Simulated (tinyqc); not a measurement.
Chemical vapour deposition: Grove model, boundary layer, depletion and step coverage: one step, computed by the program tinyqc.

A precursor diffuses to the surface and reacts there at first order; each molecule that reacts adds one formula unit of film.

Question. Uniformity across a wafer. Between two wafers the gas diffuses inward and reacts on both faces: (D/r) d/dr (r dC/dr) = 2 k_s C/s, so C(r)/C_g = I0(phi r/R)/I0(phi) with phi^2 = 2 k_s R^2/(s D); G(r) = k_s C(r)/N, 1 cm/s = 6e8 nm/min; the mean over the wafer is eta = 2 I1(phi)/(phi I0(phi)).

Inputs (values chosen for the exercise, close to those used for polysilicon from silane): temperature T = 640 C; film density N = 5e+22 formula units/cm^3; wafer radius R = 10 cm; wafer spacing s = 0.6 cm.

Reactor: wafer stack, low pressure.

surface rate constant k_s = 0.1998344 cm/s

gas diffusivity D = 3981.203 cm^2/s

precursor density C_g = 9.009818e+14 1/cm^3

Give: Thiele modulus phi; growth rate G at the edge; rate at the centre over rate at the edge; effectiveness eta.

Answer.

Thiele modulus phi = 0.12935

growth rate G at the edge = 2.1606 nm/min

rate at the centre over rate at the edge = 0.99583

effectiveness eta = 0.99791

The centre lags the edge by 0.42 %; for small phi the lag is phi^2/4 = 0.42 %.
